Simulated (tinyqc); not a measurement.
Capacitance of parallel on-chip lines from Laplace's equation on a mesh: one step of the calculation.

Cross-section of an endless row of equal lines between two grounded planes; neighbours are driven in antiphase (+1 V and -1 V), so the plane midway between two lines is at 0 V. By symmetry one quarter is solved: x runs from the centre of a line (column 0, mirror) to that midplane (column 3, 0 V), y from the mid-height of the line (row 0, mirror) to the ground plane (row 5, 0 V). The line fills columns 0 to 1 and rows 0 to 2 at 1 V. Cells beside the line (below row 2) have e2, cells above have e1. Each link between nodes has the conductance g = mean permittivity of the two cells beside it (a cell beyond a mirror counts as 0), and the free nodes obey sum g (V_neighbour - V) = 0.

Problem. Link conductances. gx[j, i] joins node (row j, column i) to column i + 1, gy[j, i] to row j + 1.

Inputs (values chosen for the exercise):
```
symbol,value,unit,meaning
e1,2.7,,relative permittivity above and below the lines
e2,2,,relative permittivity between the lines
```

Wanted: gx; gy.

Solution.

gx:
```
       col 0  col 1  col 2
row 0  1.000  1.000  1.000
row 1  2.000  2.000  2.000
row 2  2.350  2.350  2.350
row 3  2.700  2.700  2.700
row 4  2.700  2.700  2.700
row 5  1.350  1.350  1.350
```

gy:
```
       col 0  col 1  col 2  col 3
row 0  1.000  2.000  2.000  1.000
row 1  1.000  2.000  2.000  1.000
row 2  1.350  2.700  2.700  1.350
row 3  1.350  2.700  2.700  1.350
row 4  1.350  2.700  2.700  1.350
```

Program tinyqc, `OMP_NUM_THREADS=1 python tinyqc.py 2790215 2790216 out.jsonl`; Intel Xeon 2.30GHz, shared host, one thread, about 0.5 s.
